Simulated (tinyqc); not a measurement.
# Ellipsometry and reflectance of a transparent film on an absorbing substrate: effects of single changes

Air (index 1), film, substrate with N2 = n2 - i k2; time factor exp(+i w t). q_j = sqrt(N_j^2 - sin^2 th), root with positive real part. Fresnel coefficients r_s = (q_a - q_b)/(q_a + q_b), r_p = (N_b^2 q_a - N_a^2 q_b)/(N_b^2 q_a + N_a^2 q_b). tan(Psi) exp(i Delta) = R_p/R_s, Delta taken from 0 to 360 degrees.

Values chosen for this exercise; indices close to those of aluminium oxide on silicon: wavelength lam = 546.1 nm; angle of incidence th = 60 degrees; index of the transparent film n1 = 1.656; film thickness d = 2.6 nm; index of the substrate n2 = 4.086; extinction coefficient of the substrate k2 = 0.031.

Each table varies one quantity; the others keep the values above.

## Psi and Delta against the film thickness

beta = 2 pi d q1/lam, X = exp(-2 i beta), R = (r01 + r12 X)/(1 + r01 r12 X) for p and s. The last column is the derivative of Delta.

Psi and Delta against the film thickness:

| d (nm) | Psi (degrees) | Delta (degrees) | \|R_p\|^2 | \|R_s\|^2 | dDelta/dd (degrees/nm) |
|---|---|---|---|---|---|
| 0 | 24.413 | 179.60 | 0.12453 | 0.60443 | -1.3617 |
| 1 | 24.415 | 178.24 | 0.12453 | 0.60434 | -1.3615 |
| 2 | 24.421 | 176.88 | 0.12455 | 0.60413 | -1.3610 |
| 3 | 24.429 | 175.52 | 0.12458 | 0.60379 | -1.3602 |
| 4 | 24.441 | 174.16 | 0.12462 | 0.60332 | -1.3591 |
| 5 | 24.455 | 172.80 | 0.12466 | 0.60273 | -1.3577 |
| 6 | 24.473 | 171.44 | 0.12472 | 0.60201 | -1.3561 |
| 7 | 24.494 | 170.09 | 0.12479 | 0.60116 | -1.3542 |
| 8 | 24.518 | 168.74 | 0.12486 | 0.60018 | -1.3519 |

Delta falls from 179.60 to 168.74 degrees while Psi moves from 24.41 to 24.52: Delta changes 103 times as much as Psi. With the slope of the first row an error of 0.01 degree in Delta means 0.0073 nm.

## Effect of the angle of incidence

Same model as above.

dDelta/dd is the derivative of Delta; period lam/(2 q1).

Effect of the angle of incidence:

| th (degrees) | Psi (degrees) | Delta (degrees) | \|R_p\|^2 | \|R_s\|^2 | dDelta/dd (degrees/nm) | period (nm) |
|---|---|---|---|---|---|---|
| 50 | 32.185 | 177.85 | 0.20737 | 0.52352 | -0.74322 | 185.98 |
| 55 | 28.713 | 177.13 | 0.16834 | 0.56101 | -0.99233 | 189.72 |
| 60 | 24.425 | 176.06 | 0.12457 | 0.60394 | -1.3605 | 193.45 |
| 65 | 19.034 | 174.23 | 0.077688 | 0.65276 | -1.9910 | 197.01 |
| 70 | 12.118 | 169.90 | 0.032634 | 0.70792 | -3.4539 | 200.25 |
| 75 | 3.4933 | 139.81 | 0.0028690 | 0.76987 | -10.407 | 202.99 |
| 80 | 9.9648 | 12.615 | 0.025899 | 0.83901 | 4.1063 | 205.09 |
| 85 | 25.941 | 3.5650 | 0.21668 | 0.91565 | 1.2100 | 206.41 |

Psi goes from 32.2 through a minimum of 3.49 (at th = 75 among the rows listed) to 25.9 degrees and |R_p|^2 goes from 0.207 through a minimum of 0.00287 (at th = 75 among the rows listed) to 0.217. The slope of Delta is largest in size, 10.4 degrees/nm, at th = 75 among the rows. The bare substrate has its smallest |R_p| near arctan(n2) = 76.2 degrees.

tinyqc, about 0.01 s, one thread, Intel Xeon 2.30GHz (shared host): `OMP_NUM_THREADS=1 python tinyqc.py 2870102 2870103 out.jsonl`
